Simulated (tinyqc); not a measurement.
Inside a calculation. Model: rapid thermal processing of a wafer: radiative balance, ramp and cooling, pattern effects, pyrometer error and spike budget. Computed by tinyqc, a small Python program that keeps every step. Command: `OMP_NUM_THREADS=1 python tinyqc.py 3112357 3112358 out.jsonl rtp walk`. One thread of a shared host (Intel(R) Xeon(R) Processor @ 2.30GHz), about 0.04 s of CPU time with the checks. Intermediate numbers are printed to about 5 digits and carried at full precision; extremes and crossings named in words are read from the listed rows.

The wafer is opaque and uniform through its thickness unless said otherwise; temperatures in formulas are in kelvin (C + 273.15). sigma = 5.670374419e-12 W/(cm^2 K^4).

Inputs (values chosen for the exercise, modelled on a hot silicon wafer):

| quantity | value | unit |
|---|---|---|
| wafer thickness d | 725 | micrometre |
| heat capacity per volume C | 2.09 | J/(cm^3 K) |
| thermal conductivity k | 0.28 | W/(cm K) |
| emissivity eps of each face | 0.59 | - |
| reflectivity of the chamber walls r | 0.37 | - |
| gas heat-transfer coefficient h, both faces together | 2.3 | mW/(cm^2 K) |
| wall temperature T_w | 500 | K |
| process temperature | 987 | C |
| starting temperature | 400 | C |
| ramp rate | 310 | K/s |
| relative change of absorptivity over a pattern | 11 | % |
| period of the pattern | 20 | mm |
| pyrometer wavelength | 2.3 | micrometre |
| error of the assumed emissivity | 11 | % |
| activation energy of the process E_a | 3.66 | eV |

Constants: k_B = 8.617333262e-05 eV/K; h = 6.62607015e-34 J s; c = 299792458 m/s; k_B = 1.380649e-23 J/K.

## Power to hold and to ramp

Effective emissivity between parallel grey plates: eps_eff = 1/(1/eps + 1/(1 - r) - 1). Loss per area q(T) = 2 eps_eff sigma (T^4 - T_w^4) + h (T - T_w). Absorbed power during a ramp = q(T) + C d x ramp rate; thermal time constant tau = C d/(dq/dT), dq/dT = 8 eps_eff sigma T^3 + h; natural cooling rate q/(C d); front-to-back difference under one-sided heating at the end of the ramp = (absorbed power) d/(2 k).

eps_eff = 0.43817

holding power q = 13.968 W/cm^2

power at the end of the ramp = 60.941 W/cm^2

dq/dT = 42.075 mW/(cm^2 K)

time constant tau = 3.6013 s

natural cooling rate = 92.186 K/s

front-to-back difference = 7.8897 K

Radiation carries 87 % of the loss. The ramp needs 4.4 times the holding power.

## Cooling curve

Cooling with the lamps off: C d dT/dt = -q(T), integrated adaptively (relative tolerance 1e-10).

Lamps off at t = 0:

| t (s) | T (C) | cooling rate (K/s) |
|---|---|---|
| 0.36 | 955.38 | 83.713 |
| 0.72 | 926.57 | 76.512 |
| 1.40 | 878.45 | 65.519 |
| 2.50 | 813.90 | 52.655 |
| 3.60 | 761.23 | 43.604 |
| 5.40 | 692.48 | 33.531 |
| 9.00 | 594.65 | 22.132 |
| 14.00 | 505.95 | 14.270 |

The rate falls from 92.2 K/s at t = 0 to 14.3 K/s in the last row.

## Thermal budget of a spike

Spike anneal: linear ramp to the peak, then lamps off. Equivalent time at the peak = int exp(-(E_a/k_B)(1/T - 1/T_peak)) dt; estimate (k_B T^2/E_a)(1/ramp rate + 1/cooling rate). The ramp part uses 4000 trapezoid steps, the cooling part 4000 steps over 4 tau. Time within 50 K of the peak from the same curves.

equivalent time, ramp = 0.11402 s

equivalent time, cooling = 0.42765 s

equivalent time, total = 0.54168 s

estimate = 0.52618 s

time within 50 K of the peak = 0.74724 s

Cooling supplies 79 % of the budget.

## What a faster ramp buys

The formulas are those given above.

Against the ramp rate:

| ramp (K/s) | ramp part (s) | cooling part (s) | total (s) | power at the peak (W/cm^2) |
|---|---|---|---|---|
| 10 | 3.5347 | 0.42765 | 3.9623 | 15.48 |
| 25 | 1.4139 | 0.42765 | 1.8415 | 17.76 |
| 50 | 0.7069 | 0.42765 | 1.1346 | 21.54 |
| 100 | 0.3535 | 0.42765 | 0.7811 | 29.12 |
| 250 | 0.1414 | 0.42765 | 0.5690 | 51.85 |
| 500 | 0.0707 | 0.42765 | 0.4983 | 89.73 |
| 1000 | 0.0353 | 0.42765 | 0.4630 | 165.49 |

From 10 to 100 K/s the total falls by a factor 5.1, from 100 to 1000 K/s by 1.69: the cooling part, 0.428 s, is a floor, and the natural cooling rate here is 92.2 K/s.

## Pattern effect

At steady state a sinusoidal change of absorbed power of relative amplitude a and period p gives the temperature amplitude a q/(dq/dT + k d (2 pi/p)^2); healing length l = sqrt(k d/(dq/dT)); process change = E_a dT/(k_B T^2). Emissivity is taken as unchanged.

healing length l = 6.9460 mm

amplitude without lateral conduction = 36.519 K

amplitude = 6.3381 K

change of the process rate = 16.952 %

Lateral conduction cuts the amplitude to 17 %, since p/(2 pi l) = 0.46.

## Pyrometer error

Signal proportional to eps/(exp(c2/(lambda T)) - 1), c2 = h c/k_B. If the assumed emissivity is too high by the given error, the reading T' solves (1 + error)/(exp(c2/(lambda T')) - 1) = 1/(exp(c2/(lambda T)) - 1). Wien estimate: T' - T = -lambda T^2 ln(1 + error)/c2. Process rates go as exp(-E_a/(k_B T)).

c2 = 14388 micrometre K

c2/(lambda T) = 4.9641

reading less true temperature = -25.778 K

Wien estimate = -26.492 K

rate at T over rate at T', less 1 = 102.15 %

Caution: below about 600 C lightly doped silicon is partly transparent at this wavelength, so its emissivity is not yet the hot value early in the ramp.

Checks made by the program: cooling time against quadrature of C d dT/q (relative difference 3e-08).
